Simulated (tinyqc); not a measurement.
Six-band Luttinger-Kohn model with strain: one step. Strain from a uniaxial [100] stress. Three cases, with inputs chosen for the exercise.

Problem. s11 = (C11 + C12)/((C11 - C12)(C11 + 2 C12)), s12 = -C12/((C11 - C12)(C11 + 2 C12)), s44 = 1/C44; exx = s11 sxx + s12 (syy + szz) and cyclic, exy = s44 sxy/2; tension is positive. A uniaxial stress X along the unit vector n is s_ij = X n_i n_j.

Give: s11, s12, s44; strain tensor.

Case 1.

Values chosen (near those of AlAs; the results hold for these values, not for the real material):
- C11 = 121.8 GPa
- C12 = 56.2 GPa
- C44 = 53.5 GPa
- load = uniaxial [100] (kind of stress)
- X = -2.34 GPa (stress)

Solution.

s11, s12, s44 (1/TPa): [11.5859, -3.6580, 18.6916]

strain tensor, rows x, y, z and columns alike:
```
[[-0.027111, 0.000000, 0.000000],
 [0.000000, 0.008560, 0.000000],
 [0.000000, 0.000000, 0.008560]]
```

The volume changes by -0.999 %; there is no shear in the cubic axes, so d does not enter.

Case 2.

Values chosen (near those of InP; the results hold for these values, not for the real material):
- C11 = 106.6 GPa
- C12 = 56.3 GPa
- C44 = 47.4 GPa
- load = uniaxial [100] (kind of stress)
- X = -1.09 GPa (stress)

Solution.

s11, s12, s44 (1/TPa): [14.7745, -5.1062, 21.0970]

strain tensor, rows x, y, z and columns alike:
```
[[-0.016104, 0.000000, 0.000000],
 [0.000000, 0.005566, 0.000000],
 [0.000000, 0.000000, 0.005566]]
```

The volume changes by -0.497 %; there is no shear in the cubic axes, so d does not enter.

Case 3.

Values chosen (near those of Si; the results hold for these values, not for the real material):
- C11 = 174 GPa
- C12 = 60.8 GPa
- C44 = 81.7 GPa
- load = uniaxial [100] (kind of stress)
- X = 2.08 GPa (stress)

Solution.

s11, s12, s44 (1/TPa): [7.0169, -1.8170, 12.2399]

strain tensor, rows x, y, z and columns alike:
```
[[0.014595, 0.000000, 0.000000],
 [0.000000, -0.003779, 0.000000],
 [0.000000, 0.000000, -0.003779]]
```

The volume changes by +0.704 %; there is no shear in the cubic axes, so d does not enter.

Computed by tinyqc, one run a case: `OMP_NUM_THREADS=1 python tinyqc.py N N+1 out.jsonl` with N = 1050279, 1050819, 1080048; one thread of a shared Intel(R) Xeon(R) Processor @ 2.30GHz, about 0.1 s a run at most.
